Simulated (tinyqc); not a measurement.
p-i-n power rectifier, conductivity modulation at high injection: two steps of the calculation.

A drift layer from x = -d to d (2 d = W) between ideal p+ and n+ emitters (no recombination in them). High injection, n = p, ambipolar diffusion with one lifetime; both mobilities scale as (T/300 K)^(-bt).

Values chosen for this exercise; bulk values close to those of 4H silicon carbide: temperature T = 450 K; drift mobility at 300 K mud = 826 cm^2/(V s); temperature exponent of the drift mobility bt = 2.5; hole mobility at 300 K mup = 108 cm^2/(V s); band gap Eg = 3.38 eV; conduction-band density of states at T Nc = 3.12e19 cm^-3; valence-band density of states at T Nv = 4.59e19 cm^-3; forward current density J = 50 A/cm^2; high-level lifetime tau = 6.8e-5 s.

Constants: q = 1.602176634e-19 C, kB = 1.380649e-23 J/K, Vt = kB T/q. Results are converted to the units shown.

Question 1. Carrier profile. Da = 2 mun mup Vt/(mun + mup), La = sqrt(Da tau), B = (mun - mup)/(mun + mup) with mun = mud (T/300 K)^(-bt), mup likewise; n(x) = (tau J/(2 q La)) [cosh(x/La)/sinh(d/La) - B sinh(x/La)/cosh(d/La)]. 9 equal steps.

W = 161.83248 um

Find: Da; La; B; x; n.

Answer 1.

Da = 2.688 cm^2/s
La = 135.2 um
B = 0.7687

```
point	x (um)	n (cm^-3)
0	-80.92	1.788e18
1	-62.93	1.618e18
2	-44.95	1.478e18
3	-26.97	1.363e18
4	-8.99	1.273e18
5	8.99	1.205e18
6	26.97	1.159e18
7	44.95	1.133e18
8	62.93	1.127e18
9	80.92	1.141e18
```

d/La = 0.598.

Question 2. Forward voltage and stored charge. Ohmic drop: integral of J/(q (mun + mup) n); diffusion (Dember) drop Vt B ln(n(-d)/n(d)); both junctions together Vt ln(n(-d) n(d)/ni^2), ni = sqrt(Nc Nv) exp(-Eg/(2 Vt)), Eg in volts; V_F = the sum; stored charge q times the integral of n. Trapezoid rule; mun and mup scale as (T/300 K)^(-bt).

```
point	x (um)	n (cm^-3)
0	-80.916242	1.7876128e18
1	-62.934855	1.6182845e18
2	-44.953468	1.4776236e18
3	-26.972081	1.3631383e18
4	-8.990694	1.2728006e18
5	8.990694	1.2050101e18
6	26.972081	1.1585661e18
7	44.953468	1.1326456e18
8	62.934855	1.1267896e18
9	80.916242	1.1408943e18
```

B = 0.76873662

Give: ohmic drop; diffusion drop; junction drops; V_F; stored charge.

Answer 2.

ohmic drop = 0.011582 V
diffusion drop = 0.013387 V
junction drops = 3.1258 V
V_F = 3.1508 V
stored charge = 3405.0 uC/cm^2

tinyqc, about 0.01 s, one thread, Intel Xeon 2.30GHz (shared host): `OMP_NUM_THREADS=1 python tinyqc.py 2230010 2230011 out.jsonl`
